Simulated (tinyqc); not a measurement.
Inside a calculation. Model: bandgap voltage reference from two bipolar transistors.

Numbers from tinyqc (`OMP_NUM_THREADS=1 python tinyqc.py 2062135 2062136 out.jsonl`; about 0.03 s on one thread of a shared Intel Xeon 2.30GHz). Printed values are rounded.

Two transistors of area 1 and N carry the same current I. Is(T) = Is (T/T0)^eta exp[(Vg0 q/kB)(1/T0 - 1/T)], VBE1 = Vt ln(I/Is(T)) + I rb, VBE2 = Vt ln(I/(N Is(T))) + I rb/N. The amplifier forces I R1(T) = VBE1 - VBE2 + Vos, with R(T) = R (1 + tc (T - T0)) for both resistors, and the output is Vref = VBE1 + I R2(T). Base currents and the Early effect are neglected.

Inputs (values chosen for the exercise); values of the order met in silicon bipolar transistors:
```
symbol    value   unit                                                   meaning
T0          298      K                                     reference temperature
Vg0       1.164      V                      band-gap voltage extrapolated to 0 K
eta         3.3                   temperature exponent of the saturation current
Is      3.6e-17      A           saturation current of the unit transistor at T0
N            10                              area ratio of the second transistor
R1          4.7   kohm  resistor across which the difference of VBE falls, at T0
tc            0  ppm/K                 temperature coefficient of both resistors
Vos           0     mV                                   offset of the amplifier
rb           15    ohm                  series resistance of the unit transistor
R2        43.68   kohm                                     output resistor at T0
T           398      K                                               temperature
```

Constants: q = 1.602176634e-19 C, kB = 1.380649e-23 J/K. Results are converted to the units shown.

## Operating point at the reference temperature

Vt = kB T/q; I = (Vt ln N + Vos)/(R1(T) - rb (1 - 1/N)). Evaluate at T = T0.

Vt = 0.0256797 V
I = 12.6170 uA
Is(T) = 3.6e-17 A
VBE1 = 0.682820 V
I R2 = 0.551111 V
Vref = 1.23393 V

## Operating point at another temperature

Vt = kB T/q; I = (Vt ln N + Vos)/(R1(T) - rb (1 - 1/N)).

Vt = 0.0342970 V
I = 16.8509 uA
Is(T) = 8.26281e-12 A
VBE1 = 0.498525 V
I R2 = 0.736047 V
Vref = 1.23457 V

From T0 to T, VBE1 changes by -184 mV and I R2 by 185 mV, which leaves 0.641 mV in Vref.

## Resistor for zero slope at T0, ideal case

With tc = 0, Vos = 0 and rb = 0 the current is proportional to T, dVBE/dT = (VBE - Vg0 - (eta - 1) Vt)/T, and Vref has zero slope at T0 when Vref = Vg0 + (eta - 1) Vt0. Find VBE1, its slope, that Vref, R2/R1 and the curvature d2Vref/dT2 = -(eta - 1) kB/(q T0).

VBE1 = 0.682557 V
dVBE/dT = -1.81378 mV/K
Vref = 1.22306 V
R2/R1 = 9.14105
curvature = -0.665096 uV/K^2
